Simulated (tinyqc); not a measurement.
Three-phonon processes in a diatomic chain: dispersion, energy and momentum conservation, and decay channels of optical phonons: one step, computed by the program tinyqc. Command: `OMP_NUM_THREADS=1 python tinyqc.py 3120266 3120267 out.jsonl threeph walk`. One thread of a shared host (Intel(R) Xeon(R) Processor @ 2.30GHz), about 0.05 s of CPU time with the checks.

Cell length a, two atoms, one spring constant. x = q a/pi runs from -1 to 1; A and O are the acoustic and optical branches. Matrix elements are not computed: only conservation laws and occupation factors are followed.

Task: Band edges. omega^2 = k (1/m + 1/M) -/+ k sqrt((1/m + 1/M)^2 - 4 sin^2(pi x/2)/(m M)); nu = 15.6333042 THz x sqrt(omega^2) for eV/(angstrom^2 u). Acoustic top sqrt(2 k/M), optical bottom sqrt(2 k/m), optical top sqrt(2 k (1/m + 1/M)).

Inputs (values chosen for the exercise, for a model chain): light mass m = 28.1 u; heavy mass M = 49.2 u; spring constant k = 3.4 eV/angstrom^2.

Constants: nu for 1 eV/(angstrom^2 u) = 15.6333042 THz.

Give: acoustic top; optical bottom; optical top; optical top over twice the acoustic top; optical bottom over twice the acoustic top; optical width over acoustic top.

Result:

acoustic top = 5.812 THz

optical bottom = 7.690 THz

optical top = 9.640 THz

optical top over twice the acoustic top = 0.8293

optical bottom over twice the acoustic top = 0.6616

optical width over acoustic top = 0.3354

The zone-centre optical phonon can decay into two acoustic ones: this needs M/m <= 3.
